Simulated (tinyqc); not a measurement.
Capacitance measurement on a leaky thin oxide: effects of series resistance and leakage: one step of the calculation.

The device is a capacitance C in parallel with a leakage conductance G, in series with Rs and Ls. An impedance meter reports either a parallel pair (Cp, Gp) from Y = 1/Z = Gp + i w Cp or a series pair (Cs, Rm) from Z = Rm + 1/(i w Cs); w = 2 pi f, dissipation D = Gp/(w |Cp|).

Task. True capacitance and conductance. EOT = 3.9 tox/eox; CET = EOT + zc + zp; C = 3.9 eps0 A/CET; G = Jg A/Vs.

Inputs (values chosen for the exercise); values of the order met in thin-oxide MOS capacitors:
- eox = 25.7 (relative permittivity of the gate insulator (close to zirconium oxide))
- tox = 7.2 nm (insulator thickness)
- A = 2500 um^2 (gate area)
- zc = 0.59 nm (oxide-equivalent thickness added by the accumulation layer)
- zp = 0 nm (oxide-equivalent thickness added by gate depletion)
- Jg = 0.0001 A/cm^2 (gate leakage current density, not matched to the thickness)
- Vs = 0.3 V (voltage for an e-fold rise of the leakage)

Constants: eps0 = 8.8541878128e-14 F/cm where lengths are in cm. Results are converted to the units shown.

Find: EOT; CET; C; G.

Result.

EOT = 1.0926 nm
CET = 1.6826 nm
C = 51.306 pF
G = 0.0083333 uS

tinyqc, about 0.01 s, one thread, Intel Xeon 2.30GHz (shared host): `OMP_NUM_THREADS=1 python tinyqc.py 2022172 2022173 out.jsonl`
